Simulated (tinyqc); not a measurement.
Length of a polyene: Hueckel, PPP and singles CI along the polyenes. Computed by the program tinyqc. Command: `OMP_NUM_THREADS=1 python tinyqc.py 114541 114542 out.jsonl`; one thread of a shared host (Intel(R) Xeon(R) Processor @ 2.60GHz), about 0.1 s.

All-trans chains of carbon centres 1.40 angstrom apart:
```
parameter                               value
beta (eV), times 1 +/- alternation  -2.650000
alternation                          0.100000
W (eV)                              11.160000
gamma_rr (eV)                       11.470000
repulsion formula                        Ohno
```

Hueckel uses the same beta without repulsion; CIS keeps all single excitations and so misses the low, doubly excited 2Ag state. W is the valence ionisation energy of a centre, MN the Mataga-Nishimoto formula, f the oscillator strength.

Gaps and excitations (eV):
```
centres  Hueckel gap  PPP orbital gap  bright singlet (CIS)      f  lowest triplet (CIS)
2              5.830           13.488                 7.736  0.663                 3.924
4              3.914           10.788                 6.059  1.193                 2.884
6              3.038            9.445                 5.113  1.647                 2.394
8              2.544            8.660                 4.524  2.054                 2.133
10             2.229            8.157                 4.131  2.428                 1.979
12             2.012            7.813                 3.855  2.781                 1.882
14             1.855            7.568                 3.655  3.122                 1.817
```

The Hueckel gap tends to 4 x alternation x |beta| = 1.06 eV for long chains. Exchange opens the PPP orbital gap, and the attraction of electron and hole brings the bright state 3.91 eV below it at 14 centres; the triplet lies 1.84 eV lower still.
